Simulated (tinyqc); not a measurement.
# Quantum limit of the contact resistance of a two-dimensional channel, step by step

Computed by the program tinyqc: `OMP_NUM_THREADS=1 python tinyqc.py 2760132 2760133 out.jsonl`, one thread of a shared Intel Xeon 2.30GHz, about 0.01 s for the whole run. Printed values are rounded.

Parabolic band with gv valleys, C = hbar^2/(2 m0), eta = (EF - Ec)/(kB T). Landauer picture: each mode conducts 2 q^2/h, and the contacts and the channel add incoherently in series, 1/Tt - 1 = 2 (1/tc - 1) + L/lam for the total transmission Tt.

Inputs (values chosen for the exercise): temperature T = 77 K; mass m = 0.4 m0; valleys gv = 1; carrier density n = 1.9e13 cm^-2; transmission of each contact tc = 0.28; back-scattering length of the channel lam = 21 nm; channel length L = 65 nm.

Constants: q = 1.602176634e-19 C, kB = 1.380649e-23 J/K, hbar = 1.054571817e-34 J s, h = 6.62607015e-34 J s, m0 = 9.1093837015e-31 kg, Vt = kB T/q, hbar^2/(2 m0) = 0.0380998212 eV nm^2. Results are converted to the units shown.

## Fermi level and modes

n = N ln(1 + exp(eta)), N = gv m kB T/(2 pi C); modes per width M = gv sqrt(m kB T/C) Fm(eta)/(2 sqrt(pi)), Fm(x) = (1/sqrt(pi)) int_0^infinity u^(-1/2)/(1 + exp(u - x)) du; at zero temperature M0 = gv kF/pi, kF = sqrt(2 pi n/gv). kB T in eV.

N = 1.10872e12 cm^-2
eta = 17.1369
M = 347.295 1/um
M0 = 347.790 1/um

The zero-temperature count is 0.14 % above the thermal one.

## Resistances

RQ = (h/2q^2)/M for the whole device, R = RQ/Tt; the part of one contact is Rc = RQ (1/tc - 1/2) and the channel adds RQ L/lam.

RQ = 37.1626 ohm um
Rc = 114.142 ohm um
channel = 115.027 ohm um
R = 343.312 ohm um
Tt = 0.108247

The two contacts make up 66.5 % of R.
